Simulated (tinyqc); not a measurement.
Raising U: Hubbard chain of 3 sites, mean field against exact. Computed by the program tinyqc. Collinear unrestricted mean field (the lowest of 40 random starts) against exact diagonalisation.

one-body matrix (hopping and site energies) (eV):
```
         1        2        3
1   0.1600  -1.2100   0.0000
2  -1.2100  -0.3900  -1.2100
3   0.0000  -1.2100   0.0400
```

electrons, up and down: 2  1

Exact and mean-field results (eV):
```
U          U/t   E exact  E mean field  mean |n_up - n_down|  double occupancy, exact  first gap in the sector
0.600    0.496  -3.28702      -3.27366                 0.365                    0.191                    1.531
1.210    1.000  -2.95586      -2.90279                 0.410                    0.171                    1.492
2.420    2.000  -2.41061      -2.22780                 0.551                    0.131                    1.313
4.840    4.000  -1.69344      -1.36508                 0.835                    0.072                    0.955
7.260    6.000  -1.29067      -0.98780                 0.926                    0.042                    0.716
9.680    8.000  -1.04812      -0.79150                 0.958                    0.026                    0.564
14.520  12.000  -0.77959      -0.59235                 0.981                    0.013                    0.390
24.200  20.000  -0.54958      -0.43179                 0.993                 4.86e-03                    0.239
```

Estimate the missing row, U = 3.63.

Computed row:
```
U        U/t   E exact  E mean field  mean |n_up - n_down|  double occupancy, exact  first gap in the sector
3.630  3.000  -1.99924      -1.70715                 0.724                    0.097                    1.121
```

In absolute terms mean field is worst at U/t = 4.0, 0.328 eV too high: at small U it is nearly exact, and at large U it misses only exchange-scale energies. Relative to the exact energy its error is 0.4 % at the smallest U, 24 % at most and 21 % at the largest. The double occupancy falls from 0.191 to 0.005.
